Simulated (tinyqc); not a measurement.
Tamm state at the end of a one-band chain: one step. Levels of the finite chain. Three cases, with inputs chosen for the exercise.

Task: Diagonalise; give the weight of each level on site 1.

Case 1.

H (eV), lower triangle:
```
          1         2         3         4         5         6         7  8
1  -1.89000
2  -1.38000         0
3         0  -1.38000         0
4         0         0  -1.38000         0
5         0         0         0  -1.38000         0
6         0         0         0         0  -1.38000         0
7         0         0         0         0         0  -1.38000         0
8         0         0         0         0         0         0  -1.38000  0
```

Case 2.

H (eV), lower triangle:
```
           1         2         3         4         5         6         7         8         9  10
1   -2.48000
2   -0.86000         0
3          0  -0.86000         0
4          0         0  -0.86000         0
5          0         0         0  -0.86000         0
6          0         0         0         0  -0.86000         0
7          0         0         0         0         0  -0.86000         0
8          0         0         0         0         0         0  -0.86000         0
9          0         0         0         0         0         0         0  -0.86000         0
10         0         0         0         0         0         0         0         0  -0.86000   0
```

Case 3.

H (eV), lower triangle:
```
          1         2         3         4         5         6         7         8  9
1  -3.41000
2  -1.40000         0
3         0  -1.40000         0
4         0         0  -1.40000         0
5         0         0         0  -1.40000         0
6         0         0         0         0  -1.40000         0
7         0         0         0         0         0  -1.40000         0
8         0         0         0         0         0         0  -1.40000         0
9         0         0         0         0         0         0         0  -1.40000  0
```

Give: levels; weights on site 1.

Result:

Case 1.

levels (eV): -2.8948  -2.4370  -1.7443  -0.8203  0.2082  1.2018  2.0263  2.5702

weights on site 1: 0.4833  0.1278  0.1293  0.1067  0.0772  0.0475  0.0224  0.0058

The split-off level differs from the half-infinite value by +2.809 meV, the pull of the far end.

Case 2.

levels (eV): -2.7782  -1.6268  -1.3622  -0.9627  -0.4734  0.0568  0.5778  1.0419  1.4069  1.6399

weights on site 1: 0.8797  0.0057  0.0161  0.0228  0.0239  0.0208  0.0155  0.0097  0.0046  0.0012

The split-off level differs from the half-infinite value by 0.000 meV, the pull of the far end.

Case 3.

levels (eV): -3.9848  -2.6048  -2.0674  -1.2847  -0.3614  0.5941  1.4746  2.1829  2.6414

weights on site 1: 0.8314  0.0132  0.0311  0.0375  0.0342  0.0261  0.0165  0.0079  0.0021

The split-off level differs from the half-infinite value by 0.000 meV, the pull of the far end.

Computed by tinyqc, one run a case: `OMP_NUM_THREADS=1 python tinyqc.py N N+1 out.jsonl` with N = 1481034, 1481051, 1481240; one thread of a shared Intel(R) Xeon(R) Processor @ 2.30GHz, about 0.01 s a run at most.
